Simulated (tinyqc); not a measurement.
Gate sweep: ballistic transport through the one-dimensional subbands of a rectangular nanowire or nanosheet channel. Computed by tinyqc, a small Python program. Command: `OMP_NUM_THREADS=1 python tinyqc.py 3005686 3005687 out.jsonl wire walk`. One thread of a shared host (Intel(R) Xeon(R) Processor @ 2.30GHz), about 0.01 s of CPU time with the checks.

Hard walls, parabolic subbands, transport along x. Energies are counted from the bulk conduction band edge at the top of the barrier, which the gate pulls down by U; the source Fermi level lies at the bulk edge when U = 0.

Inputs (values chosen for the exercise, modelled on InAs):

| quantity | value | unit |
|---|---|---|
| mass m | 0.029 | m_0 |
| height a | 6.8 | nm |
| width b | 9.8 | nm |
| equivalent oxide thickness t | 2.2 | nm |
| drain voltage V_D | 0.38 | V |
| temperature T | 300 | K |

Valleys: single isotropic valley.

Constants: hbar^2/(2 m_0) = 3.80998212 eV angstrom^2; k_B = 8.617333262e-05 eV/K; m_0 = 9.1093837015e-31 kg; k_B = 1.380649e-23 J/K; hbar = 1.054571817e-34 J s; eps_0 = 8.8541878128e-12 F/m; e = 1.602176634e-19 C; h = 6.62607015e-34 J s.

Method:
- E_pq = (hbar^2 pi^2/2)(p^2/(m_y b^2) + q^2/(m_z a^2)); m_x = m_y = m_z = m, degeneracy g = 1; the 10 lowest subbands are kept.
- F_j(eta) = (1/Gamma(j + 1)) int_0^infinity x^j/(1 + exp(x - eta)) dx, F_0 = ln(1 + exp(eta)). Integrals over x = E/(k_B T) use 160 Gauss-Legendre points in u = sqrt(x) from 0 to sqrt(max(eta, 0) + 32).
- With degeneracy g = 1, eta_i = (U - E_i)/(k_B T) and u = e V_D/(k_B T): line density n = sum_i g sqrt(2 m_x k_B T/pi)/(2 hbar) [F_-1/2(eta_i) + F_-1/2(eta_i - u)]; gate: e n = C_ox (V_G - U/e), C_ox = 3.9 eps_0 2 (a + b)/t (flat-plate estimate); I = (2 e k_B T/h) sum_i g [F_0(eta_i) - F_0(eta_i - u)].
- Open modes are sum_i g/(1 + exp(-eta_i)). The last column is e dn/dV_G over C_ox, taken up to the next row.

Subbands:

| valley axis | p | q | E (meV) | m_x (m_0) |
|---|---|---|---|---|
| - | 1 | 1 | 415.43 | 0.029 |
| - | 2 | 1 | 820.47 | 0.029 |
| - | 1 | 2 | 1256.69 | 0.029 |
| - | 3 | 1 | 1495.53 | 0.029 |
| - | 2 | 2 | 1661.72 | 0.029 |
| - | 3 | 2 | 2336.78 | 0.029 |
| - | 4 | 1 | 2440.61 | 0.029 |
| - | 1 | 3 | 2658.78 | 0.029 |
| - | 2 | 3 | 3063.82 | 0.029 |
| - | 4 | 2 | 3281.87 | 0.029 |

Against the gate voltage:

| V_G (V) | U (meV) | n (1/nm) | I (microampere) | open modes | C_g/C_ox |
|---|---|---|---|---|---|
| 0.12 | 120.0 | 4.3088e-07 | 2.1811e-05 | 1.0889e-05 | 6.2034e-05 |
| 0.22 | 220.0 | 2.0607e-05 | 1.0432e-03 | 5.2069e-04 | 5.1063e-03 |
| 0.34 | 339.4 | 2.0136e-03 | 1.0301e-01 | 5.0129e-02 | 1.1294e-01 |
| 0.47 | 454.7 | 4.9767e-02 | 3.4391e+00 | 8.2039e-01 | 1.4245e-01 |
| 0.57 | 540.5 | 9.6101e-02 | 9.7026e+00 | 9.9214e-01 | 9.5270e-02 |
| 0.70 | 658.1 | 1.3638e-01 | 1.8794e+01 | 1.0018e+00 | 1.2104e-01 |
| 0.84 | 781.1 | 1.9150e-01 | 2.7820e+01 | 1.1792e+00 | 2.9785e-01 |
| 1.00 | 893.5 | 3.4650e-01 | 3.5170e+01 | 1.9439e+00 | 2.2371e-01 |
| 1.20 | 1048.7 | 4.9203e-01 | 4.7123e+01 | 2.0002e+00 | 2.1137e-01 |
| 1.40 | 1206.4 | 6.2952e-01 | 5.7984e+01 | 2.1253e+00 | - |

What does the comparison show, and why?

Between the first two rows the current rises one decade per 60 mV, against the limit ln(10) k_B T/e = 60 mV. Above threshold C_g/C_ox lies between 0.10 and 0.30: the quantum capacitance in series costs much, since the density of states of these subbands is small. It dips where a subband has filled past its van Hove peak and recovers when the next one opens or the drain starts to fill the band. Caution: confinement energies this large call for non-parabolicity and barrier penetration, which lower the subbands and raise the mass.

Extremes, crossings and ranges named in words are read from the listed rows.
